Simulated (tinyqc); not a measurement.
# Gated two-dimensional channel with two bands, quantum capacitance: what changes with what

phi is the Fermi level above the lowest band edge, in volts; Vg is counted from the gate voltage at which an empty channel would have phi = 0. The channel has no thickness; trap charge is -q Dit phi.

Parameters, values chosen for the exercise; lowest band close to that of monolayer WSe2: temperature T = 300 K; relative permittivity of the gate insulator (close to silicon dioxide) eox = 3.9; insulator thickness tox = 17 nm; in-plane mass md = 0.352 m0; valley degeneracy gv = 2; in-plane mass of a second band, chosen freely m2 = 0.55 m0; valley degeneracy of that band, chosen freely g2 = 2; second band edge above the first E2 = 0.17 eV; density of traps Dit = 0 cm^-2 eV^-1; gate voltage Vg = 0.1 V.

Constants: q = 1.602176634e-19 C, kB = 1.380649e-23 J/K, hbar = 1.054571817e-34 J s, m0 = 9.1093837015e-31 kg, Vt = kB T/q, eps0 = 8.8541878128e-14 F/cm where lengths are in cm. Results are converted to the units shown.

Each table varies one quantity; the others keep the values above.

## Effect of the gate voltage

D1 = gv md m0 q/(pi hbar^2), D2 = g2 m2 m0 q/(pi hbar^2) per eV; n1 = D1 Vt ln(1 + exp(phi/Vt)), n2 = D2 Vt ln(1 + exp((phi - E2)/Vt)), n = n1 + n2; Cq = q dn/dphi = q [D1/(1 + exp(-phi/Vt)) + D2/(1 + exp((E2 - phi)/Vt))]. Cox = eps0 eox/tox; Vg = phi + q (n + Dit phi)/Cox. 1/C_G = 1/Cox + 1/(Cq + q Dit); dphi/dVg = Cox/(Cox + Cq + q Dit).

The same in every row: Cox (uF/cm^2) = 0.2031.

Effect of the gate voltage:
```
Vg (V)   phi (V)  n (cm^-2)  Cq (uF/cm^2)  C_G (uF/cm^2)  dphi/dVg  share of the second band (%)
-0.2     -0.2024    3.032e9       0.01879        0.01720    0.9153                        0.2173
-0.04    -0.1136   9.336e10        0.5751         0.1501    0.2610                        0.2186
0.11    -0.08783   2.508e11         1.529         0.1793    0.1173                        0.2209
0.27    -0.07326   4.352e11         2.622         0.1885   0.07191                        0.2236
0.42    -0.06407   6.137e11         3.655         0.1924   0.05265                        0.2262
0.58    -0.05666   8.072e11         4.747         0.1948   0.04103                        0.2292
0.73    -0.05106   9.902e11         5.756         0.1962   0.03409                        0.2320
0.89    -0.04604   1.187e12         6.812         0.1972   0.02896                        0.2350
1.04    -0.04197   1.372e12         7.782         0.1980   0.02544                        0.2380
1.2     -0.03814   1.570e12         8.794         0.1985   0.02258                        0.2412
```

Read the table: what changes, and by how much?

As Vg goes from -0.2 to 1.2, Cq rises from 0.0188 to 8.79 uF/cm^2, C_G/Cox rises from 0.0847 to 0.977 and n rises from 3.03e9 to 1.57e12 cm^-2. Cq is below Cox for Vg = -0.2; there the density of states limits the response dn/dVg more than the insulator does.

## Effect of the insulator thickness

Same model as above.

Results:
```
tox (nm)     phi (V)  n (cm^-2)  Cq (uF/cm^2)  Cox (uF/cm^2)  C_G (uF/cm^2)  dphi/dVg  share of the second band (%)
0.5       -0.0053271  4.5402e12        21.223         6.9063         5.2107   0.24552                       0.29655
0.9        -0.020154  2.8774e12        14.861         3.8368         3.0495   0.20520                       0.26376
1.6        -0.034094  1.8063e12        9.9699         2.1582         1.7742   0.17795                       0.24506
2.9        -0.048127  1.1009e12        6.3539         1.1907         1.0028   0.15783                       0.23368
5.2        -0.061699  6.7021e11        3.9766        0.66406        0.56904   0.14310                       0.22708
9.3        -0.075120  4.0584e11        2.4495        0.37130        0.32243   0.13163                       0.22314
30          -0.10213  1.4522e11       0.89148        0.11510        0.10194   0.11435                       0.21935
```

Estimate the missing row, tox = 17 nm.

Computed row:
```
tox (nm)    phi (V)  n (cm^-2)  Cq (uF/cm^2)  Cox (uF/cm^2)  C_G (uF/cm^2)  dphi/dVg  share of the second band (%)
17        -0.089022  2.3964e11        1.4621        0.20313        0.17835   0.12198                       0.22071
```

With this row back in the table: As tox goes from 0.5 to 30, Cq falls from 21.2 to 0.891 uF/cm^2, C_G/Cox rises from 0.754 to 0.886 and n falls from 4.54e12 to 1.45e11 cm^-2. Cq exceeds Cox in every row, so the insulator is the tighter limit, though Cq still cuts C_G by up to 25 %. With the insulator thinned by a factor of 60.0, the charge grows only by 31.3 while Cox grows by 60.0.

tinyqc, about 0.01 s, one thread, Intel Xeon 2.30GHz (shared host): `OMP_NUM_THREADS=1 python tinyqc.py 2200036 2200037 out.jsonl`
